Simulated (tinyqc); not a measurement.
Interface states from two metals.

Inverse problem. Schottky barriers follow phi = S (pM - chi) + (1 - S) E0, S = 1/(1 + q Ds dl/(eps0 ei)). Find S, E0 and Ds.

Values chosen for this exercise; material values close to those of silicon:

| symbol | value | unit | meaning |
|---|---|---|---|
| chi | 4.01 | eV | electron affinity |
| dl | 0.49 | nm | thickness of the interface layer |
| ei | 3.8 |  | its relative permittivity |

Constants: q = 1.602176634e-19 C, eps0 = 8.8541878128e-14 F/cm where lengths are in cm. Results are converted to the units shown.

phi for pM = 4.21 and 4.95 eV (eV): 0.38176532  0.91159917

Answer. The slope is S, and either point then gives E0.

S = 0.7160
E0 = 0.8400 eV
Ds = 1.700e13 cm^-2 eV^-1

Computed by the program tinyqc: `OMP_NUM_THREADS=1 python tinyqc.py 2430069 2430070 out.jsonl`, one thread of a shared Intel Xeon 2.30GHz, about 0.01 s for the whole run.
